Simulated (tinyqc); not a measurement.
Worked calculation: charge neutrality level from zone-averaged pseudopotential bands. Values are carried at full precision from step to step, so a last printed digit may differ when a step is redone from the rounded ones.

Empirical pseudopotential on the fcc lattice, atoms at +/- tau, tau = a (1,1,1)/8, no spin-orbit coupling. H(G,G') = c (2 pi/a)^2 |k + G|^2 delta + VS(q) cos(q.tau) + i VA(q) sin(q.tau), q = G - G', c = hbar^2/2m0; k and G in units of 2 pi/a; VS at |q|^2 = 3, 8, 11 and VA at 3, 4, 11, in rydberg, zero elsewhere. At each k the basis holds all G with |k + G|^2 up to 16; energies are counted from the fourth level at Gamma.

Mesh: k = sum_i (n_i + 1/2)/N b_i, n_i = 0 ... N - 1, b = (-1,1,1), (1,-1,1), (1,1,-1); points with the same sorted |kx|, |ky|, |kz| after folding to the shortest k + G are joined, with their count as weight. Neutrality (branch-point) level: E_N = (1/2) mean over k of [E5 + (E3 + E4)/2], E_n the n-th level from below.

Constants: hbar^2/2m0 = 3.80998211 eV angstrom^2; Ry = 13.60569312 eV.

Parameters, chosen for this exercise:
- a = 6.102 angstrom (lattice constant)
- VS = (-0.219, 0, 0.05) Ry (symmetric form factors)
- VA = (0.06, 0.05, 0.01) Ry (antisymmetric form factors)
- mesh = 4 (points along each reciprocal vector)

## Levels on the mesh

Diagonalise at each joined point.

Levels (eV):
```
kx          ky      kz  weight       E3       E4      E5      E6
0.1250  0.1250  0.1250       2  -0.1313  -0.1313  1.8257  4.3527
0.3750  0.1250  0.1250       6  -0.7075  -0.6987  2.8522  3.7457
0.3750  0.3750  0.1250       6  -1.3516  -0.4370  2.6853  4.7140
0.3750  0.3750  0.3750       2  -0.6335  -0.6335  1.6637  4.8698
0.6250  0.1250  0.1250       6  -1.5683  -1.2984  2.6403  3.6675
0.6250  0.3750  0.1250      12  -2.0391  -1.0978  3.3865  4.3365
0.6250  0.3750  0.3750       6  -1.4425  -0.9119  2.4157  4.5210
0.6250  0.6250  0.1250       6  -2.4783  -1.1075  2.8696  5.3766
0.8750  0.1250  0.1250       6  -2.0653  -1.6395  2.2468  3.0863
0.8750  0.3750  0.1250      12  -2.4761  -1.7271  3.3154  4.8899
```

## Gaps

Level 5 at Gamma, at the lowest of (f,0,0) with f = 0.8, 0.85, 0.9, 1, and at (1/2,1/2,1/2).

gaps to Gamma, Delta/X, L (eV): [0.7238, 1.9749, 1.5432]

## The neutrality level

Energies are counted from the valence top at Gamma. E_N = (1/2) weighted mean of [E5 + (E3 + E4)/2]. Compare with half the smallest indirect gap, min(Delta/X, L)/2, and give the barrier for electrons in the limit of full pinning, min(gaps) - E_N.

mean of E5 = 2.8385 eV
mean of (E3 + E4)/2 = -1.4483 eV
E_N = 0.6951 eV
half the indirect gap = 0.7716 eV
pinned barrier for electrons = 0.0287 eV

E_N lies at 96 % of the gap from the valence top, so pinned contacts have the lower barrier for electrons. The two estimates differ by 0.08 eV; both rules are good to a few tenths of an eV only, so a position within that distance of a band edge or of mid-gap is not settled. Local form factors place the indirect gaps only to a few tenths of an eV, and E_N moves with them. Spin-orbit coupling, left out, would lift the valence top by a third of its splitting.

## Checks

- Sum of the weights against N^3: both 64.

Run: tinyqc, `OMP_NUM_THREADS=1 python tinyqc.py 1881230 1881231 out.jsonl`; Intel(R) Xeon(R) Processor @ 2.30GHz, one thread, shared host; about 0.08 s of CPU time with all checks.
